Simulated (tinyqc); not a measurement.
Length of a molecular wire: coherent transport through a tight-binding bridge. Computed by the program tinyqc. T = Gamma_L Gamma_R |G_1n|^2 with the self-energies of semi-infinite chains.

A uniform bridge between two chains:
```
parameter,value
site energy (eV),3.690000
hopping in the bridge (eV),1.280000
lead hopping (eV),1.840000
couplings (eV),"0.89, 0.91"
E (eV),-0.090000
```

Transmission against length:
```
sites,T,ln T
2,7.7304e-03,-4.863
3,1.1725e-03,-6.749
4,1.7840e-04,-8.632
5,2.7156e-05,-10.514
6,4.1341e-06,-12.396
7,6.2936e-07,-14.279
8,9.5812e-08,-16.161
9,1.4586e-08,-18.043
10,2.2206e-09,-19.926
```

What does the comparison show, and why?

E lies outside the band of the bridge (|E - e|/2h = 1.477 > 1), so T decays as exp(-beta n) with beta = 2 arccosh(1.477) = 1.8823 a site; the last two rows give 1.8823.
